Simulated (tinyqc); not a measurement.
Strain and the order of the valence edges: six-band k.p model of the valence band of a wurtzite crystal.

At k = 0: E1 = D1c + D2c + Te + Le (pure HH); E2, E3 = Le + u +/- sqrt(u^2 + 2 D3c^2), u = (D1c - D2c + Te)/2, D1c = Dcr, D2c = D3c = Dso/3. The weight of LH in state 2 is fL = (E2 - Le)^2/((E2 - Le)^2 + 2 D3c^2). Relative strengths of transitions to the conduction band: for E perpendicular to c (TE) 1/2, fL/2, (1 - fL)/2; for E along c (TM) 0, 1 - fL, fL, with one momentum element for both directions.

Strain of a c-plane layer: exx = eyy = e_par, ezz = -2 (C13/C33) e_par; Le = D1 ezz + D2 (exx + eyy), Te = D3 ezz + D4 (exx + eyy).

Conduction edge: Ec = (top of the unstrained valence band) + Eg + (a1 + D1) ezz + (a2 + D2)(exx + eyy).
Constants: kB = 8.617333262e-05 eV/K.

Values chosen for the exercise (near those of GaN; not measured data):
- Dcr = 0.0159 eV (crystal-field splitting)
- Dso = 0.0163 eV (spin-orbit splitting)
- Eg = 3.473 eV (direct gap at Gamma from the top of the unstrained valence band)
- a1 = -5.01 eV (gap potential along c)
- a2 = -11.77 eV (gap potential in the plane)
- D1 = -3.56 eV
- D2 = 4.31 eV
- D3 = 8.24 eV
- D4 = -3.91 eV
- C13 = 108 GPa
- C33 = 381 GPa
- T = 300 K (temperature)

Edges from the unstrained top. Degree of polarisation (TE - TM)/(TE + TM), each state weighted by exp(E/kT) alone (equal densities of states).

Results:
```
e_par (%)  E1 (meV)  E2 (meV)  E3 (meV)     fL  lowest transition (eV)  polarisation
-0.80          14.8       4.5    -107.0  0.995                  3.5387         0.971
-0.60          11.1       0.9     -85.8  0.992                  3.5222         0.934
-0.40           7.4      -2.5     -64.8  0.985                  3.5058         0.844
-0.20           3.7      -5.6     -44.2  0.959                  3.4894         0.648
0.00            0.0      -6.8     -25.4  0.781                  3.4730         0.292
0.20           -3.7       3.3     -17.9  0.157                  3.4496        -0.171
0.40           -7.4      22.7     -19.7  0.034                  3.4101        -0.569
0.60          -11.1      43.4     -22.9  0.014                  3.3692        -0.807
0.80          -14.8      64.4     -26.3  0.007                  3.3281        -0.919
```

E1 = E2 requires Dcr + Te = 0, which here falls at e_par = 0.13 %, inside the sweep: state 1 is on top for smaller e_par and state 2 beyond. The polarisation goes from +0.97 to -0.92 and changes sign between 0.00 and 0.20 %; the lowest transition moves by -132 meV per 1 % on average.

(tinyqc, `OMP_NUM_THREADS=1 python tinyqc.py 1050141 1050142 out.jsonl`, Intel(R) Xeon(R) Processor @ 2.30GHz, 1 thread, shared host, about 0.01 s.)
